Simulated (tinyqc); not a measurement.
Plane-averaged potentials: correction of a charged-defect supercell by a model charge and potential alignment (plane-averaged potentials). Computed by tinyqc, a small Python program. Command: `OMP_NUM_THREADS=1 python tinyqc.py 3110688 3110689 out.jsonl align walk`. One thread of a shared host (Intel(R) Xeon(R) Processor @ 2.30GHz), about 0.01 s of CPU time with the checks.

The "true" defect charge is (1 - x) q in a Gaussian of width sigma plus x q in one of width sigma_t, so the exact answer is known; the correction sees only a single model Gaussian of width sigma_m. A Gaussian of width s has the transform rho(G) = exp(-G^2 s^2/2), normalised to 1. A uniform background cancels q, so G = 0 is left out. Potentials are those felt by a unit positive charge. E_0 is the formation energy of the isolated defect, E_cell its value in the supercell, E_lat = E_iso - E_per of the model charge, C the true less the model potential far from the defect; the exact correction is E_0 - E_cell, and the error of a scheme is E_cell plus its correction less E_0.

Inputs (values chosen for the exercise, with screening close to that of SiO2):
```
quantity                               value      unit
defect charge q                            2         e
dielectric constant eps                 3.94         -
edge of the cubic cell L                  20  angstrom
width sigma of the true defect charge    1.5  angstrom
width sigma_m of the model charge        1.3  angstrom
share x of the charge in a wide tail    0.24         -
width sigma_t of the tail                2.5  angstrom
```

Constants: e^2/(4 pi eps_0) = 14.39964548 eV angstrom.

Method. Plane-averaged potential at distance z from the defect: V(z) = (4 pi q/(eps L^3)) (e^2/(4 pi eps_0 e)) sum_(m != 0) rho(G_m) cos(G_m z)/G_m^2, G_m = 2 pi m/L, |m| <= 40.

Potentials (V):
```
z/L   z (angstrom)      true     model  difference
0.00             0   0.24175   0.27333   -0.031583
0.05             1   0.22076   0.24548   -0.024712
0.10             2   0.16682   0.17774   -0.010925
0.15             3   0.09842   0.09857   -0.000158
0.20             4   0.03023   0.02492    0.005301
0.25             5  -0.03061  -0.03814    0.007531
0.30             6  -0.08146  -0.08981    0.008350
0.35             7  -0.12137  -0.12999    0.008621
0.40             8  -0.15000  -0.15870    0.008701
0.45             9  -0.16720  -0.17592    0.008721
0.50            10  -0.17294  -0.18166    0.008724
```

What does the comparison show, and why?

The difference moves by 0.02 mV between z/L = 0.4 and 0.5: a plateau.
